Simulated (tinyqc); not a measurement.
Charge control and current of a heterostructure field-effect transistor: one step, computed by the program tinyqc. Command: `OMP_NUM_THREADS=1 python tinyqc.py 3014871 3014872 out.jsonl hemt walk`. One thread of a shared host (Intel(R) Xeon(R) Processor @ 2.30GHz), about 0.01 s of CPU time with the checks.

Two subbands in a triangular well; E_F is counted from the conduction band edge of the channel at the interface.

Task: Threshold and barrier capacitance. Threshold V_T = phi_B - dE_c - sigma d/(eps eps_0) (in volts); C_b = eps eps_0/d.

Inputs (values chosen for the exercise, modelled on AlGaN/GaN): permittivity eps (barrier and channel) = 9.34; barrier thickness d = 36 nm; Schottky barrier phi_B = 1.3 eV; conduction band offset dE_c = 0.42 eV; polarisation charge sigma/e = 1.6e+13 1/cm^2.

Charge source: polarisation. Velocity law: two-piece.

Constants: e = 1.602176634e-19 C; eps_0 = 8.8541878128e-12 F/m.

Give: threshold voltage V_T; barrier capacitance C_b.

Result:

threshold voltage V_T = -10.279 V

barrier capacitance C_b = 0.22972 microfarad/cm^2

The device is normally on.
